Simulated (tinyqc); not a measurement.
Worked calculation: alloy A(1-x)B(x) by interpolation with bowing. Values are carried at full precision from step to step, so a last printed digit may differ when a step is redone from the rounded ones.

Each gap follows E(x) = (1 - x) E_A + x E_B - C x (1 - x); the lattice constant follows Vegard, a(x) = (1 - x) a_A + x a_B.

Constants: hc = 1239.841984 eV nm; kB = 8.617333262e-05 eV/K.

Values chosen for the exercise (A near Si, B near Ge; the results hold for these values, not for the real material): a = (5.432, 5.663) angstrom (lattice constant of A, B); x = 0.47 (fraction of B); Eg = (4.19, 0.893) eV (gap at Gamma to the s-like level of A, B); EgX = (1.171, 0.92) eV (gap to the lowest valley along Gamma-X of A, B); EgL = (2.101, 0.737) eV (gap to L of A, B); C = (0.285, 0.18, 0.01) eV (bowing of the Gamma, X and L gaps); Dso = (0.044, 0.291) eV (spin-orbit splitting of A, B); Ep = (21.8, 26.6) eV (Kane energy of A, B); me = (0.1975, 0.0385) m0 (electron mass at Gamma of A, B); Cs = 0 eV (bowing of Dso); md = (0.1181, 1.01, 0.45) m0 (density-of-states masses of Gamma, all X and all L valleys); T = 400 K (temperature).

## Gaps and lattice constant at x

Also give the wavelength hc/E of the lowest gap.

a(x) = 5.5406 angstrom

linear parts (eV): Gamma 2.6404, X 1.0530, L 1.4599

bowing terms C x (1 - x) (eV): Gamma 0.0710, X 0.0448, L 0.0025

gaps (eV): Gamma 2.5694, X 1.0082, L 1.4574

wavelength of the lowest gap = 1229.8 nm

The lowest valley is X, so the gap is indirect; the next, L, lies 449 meV higher.

## Where the valleys cross

The difference of two gaps is a quadratic q2 x^2 + q1 x + q0 with q2 = C_i - C_j, q1 = (E_B - E_A - C)_i - (E_B - E_A - C)_j, q0 = E_A,i - E_A,j; give its roots between 0 and 1 (a dash: none).

Crossings:

| pair | q2 | q1 | q0 | first root | second root |
|---|---|---|---|---|---|
| Gamma-X | 0.105 | -3.151 | 3.019 | 0.9908 | - |
| Gamma-L | 0.275 | -2.208 | 2.089 | - | - |
| X-L | 0.170 | 0.943 | -0.930 | 0.8546 | - |

The lowest valley changes at x = 0.855 (X to L, gap 0.934 eV). The other crossings lie above the lowest valley.

## Electron mass of the alloy

Mass at Gamma from the Kane formula 1/m = F + Ep (Eg + 2 Dso/3)/(Eg (Eg + Dso)). F is fixed by the masses of A and B and interpolated linearly, as is Ep; Eg and Dso carry their bowing.

Compare with the linear interpolation of the masses.

F of A, B: -0.1215  -1.3729

Ep, Eg, Dso at x (eV): 24.0560  2.5694  0.1601

m(x) from the Kane formula = 0.1181 m0
m(x) linear = 0.1228 m0

The Kane value lies 3.8 % below the linear one. The Gamma valley is not the lowest at this x.

## Shares of the electrons in the valleys

Non-degenerate: n_i proportional to md_i^(3/2) exp(-E_i/kT).

md^(3/2): Gamma 0.0406, X 1.0150, L 0.3019

(E - E_min)/kT: Gamma 45.29, X 0.00, L 13.03

shares: Gamma 0.000, X 1.000, L 0.000

X holds most electrons (100.0 %).

## Checks

- The Gamma and X gaps at their crossing x = 0.9908 (eV): both 0.9207.
- The X and L gaps at their crossing x = 0.8546 (eV): both 0.9341.

Computed by tinyqc, a small Python program: `OMP_NUM_THREADS=1 python tinyqc.py 1080674 1080675 out.jsonl` (the numbers bound the seed that draws the inputs); one thread of a shared host (Intel(R) Xeon(R) Processor @ 2.30GHz), about 0.01 s for the whole set of steps.
